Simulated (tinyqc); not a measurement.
Capillary instabilities by surface diffusion: grooving and agglomeration of films, edge retraction, wire break-up and smoothing of roughness: one step, computed by the program tinyqc. Command: `OMP_NUM_THREADS=1 python tinyqc.py 3010729 3010730 out.jsonl dewet walk`. One thread of a shared host (Intel(R) Xeon(R) Processor @ 2.30GHz), about 0.01 s of CPU time with the checks.

Isotropic surface energy; shapes change by surface diffusion alone.

Problem. Will grooves cut through? Groove angle beta: sin(beta) = gamma_b/(2 gamma). For circular grains of radius R with spherical caps the groove ends (measured from the mean surface) at the depth R g(beta), g = (2 - 3 cos beta + cos^3 beta)/(3 sin^3 beta). The film parts if R [g(beta_s) + g(beta_i)] > h.

Inputs (values chosen for the exercise, of the order of those of a nickel silicide film):
```
quantity                       value   unit
surface energy gamma_s          1.45  J/m^2
grain-boundary energy gamma_b   0.47  J/m^2
interface energy gamma_i        0.64  J/m^2
film thickness h                 5.9     nm
grain radius R                    29     nm
```

Grooves: at the surface and the interface.

Give: beta_s; beta_i; sum of g; critical R/h; final depth over h.

Solution.

beta_s = 9.3270 degrees

beta_i = 21.542 degrees

sum of g = 0.13714

critical R/h = 7.2916

final depth over h = 0.67410

The grooves stop short by this estimate; triple junctions groove deeper and may still open.
